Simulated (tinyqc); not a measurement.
Sheet resistance and Hall data of a diffused or implanted layer. From sheet resistance R_s back to length scale l. Computed by tinyqc, a small Python program. Command: `OMP_NUM_THREADS=1 python tinyqc.py 3010141 3010142 out.jsonl layer inv`. One thread of a shared host (Intel(R) Xeon(R) Processor @ 2.30GHz), about 0.01 s of CPU time with the checks.

Carriers are taken equal to the net active doping down to the junction (full ionisation, which deep dopants in wide-gap hosts do not reach; no spill-over, no depletion), and the Hall factor is 1.

Inputs (values chosen for the exercise, modelled on arsenic in silicon):
```
quantity                                 value        unit
mu_min                                    54.2  cm^2/(V s)
mu_max                                    1410  cm^2/(V s)
N_ref                                  9.8e+16      1/cm^3
exponent alpha                            0.68           -
peak concentration N_0                 1.6e+18      1/cm^3
background doping N_B (opposite type)  1.3e+16      1/cm^3
```

Profile: complementary error function. Activation: complete.

Constants: e = 1.602176634e-19 C.

Method:
- N(x) = N_0 erfc(x/l), dose N_0 l/sqrt(pi), junction x_j = l erfc^-1(N_B/N_0).
- Mobility mu = mu_min + (mu_max - mu_min)/(1 + (N_t/N_ref)^alpha), N_t = active doping + N_B; carriers n = active doping - N_B, all dopants active.
- Integrals from x_0 (0 unless stated) to x_j by the midpoint rule on 400 even intervals: 1/R_s = e int n mu dx; sheet density n_s = int n dx; Hall sheet density (int n mu dx)^2/int n mu^2 dx; Hall mobility int n mu^2 dx/int n mu dx.
- Mean conductivity 1/(R_s x_j); mean mobility 1/(e n_s R_s).

Problem. A run gave the result below. Find the length scale l, known to lie between 120 and 270 nm.

sheet resistance R_s = 1550.534 ohm

Solution.

Each step takes the trial c = (a f_b - b f_a)/(f_b - f_a), f being the result less the target and a, b, c the logarithms of the listed values; c replaces end b, the old b replaces a if the sign of f changed, and otherwise f_a is halved.

Scan of the range:
```
length scale l (nm)  sheet resistance R_s (ohm)
120                                     1827.05
137                                     1600.33
157                                     1396.47
180                                     1218.03
206                                     1064.30
236                                      929.01
270                                      812.02
```

False position (Illinois rule, in the logarithm of the input) inside the bracket:
```
step    end a    end b    trial  sheet resistance R_s (ohm)
1     137.000  157.000  141.637                     1547.94
2     137.000  141.637  141.193                     1552.81
3     141.637  141.193  141.400                     1550.53
4     141.193  141.400  141.400                     1550.53
```

Sheet resistance R_s falls at every point of a 13-point scan of the range (every second point is shown), so one value fits; it is bracketed by 137 and 157. The scan shows a pure power law with exponent -1.0000, so scaling from any one row also gives the answer directly. Answer: length scale l = 141.4 nm.
